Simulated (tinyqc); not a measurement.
UHF in the sto-6g basis, for H3, spin multiplicity 2, step by step. One step of it, computed by the program tinyqc.

Task: Orthogonalisation. S = U s U^T; canonical form X = U s^(-1/2), so that X^T S X = 1. Each column of U has its largest component positive (the first on a tie).

overlap S, order 1H 1s, 2H 1s, 3H 1s:
$$\begin{pmatrix}
1.000000 & 0.600793 & 0.557346 \\
0.600793 & 1.000000 & 0.278597 \\
0.557346 & 0.278597 & 1.000000
\end{pmatrix}$$

Give: eigenvalues of S; X.

Result:

eigenvalues of S: [0.3073, 0.7224, 1.9703]

X, order 1H 1s, 2H 1s, 3H 1s:
$$\begin{pmatrix}
1.3770 & -0.0389 & 0.4596 \\
-0.8932 & -0.7900 & 0.3928 \\
-0.7487 & 0.8710 & 0.3768
\end{pmatrix}$$
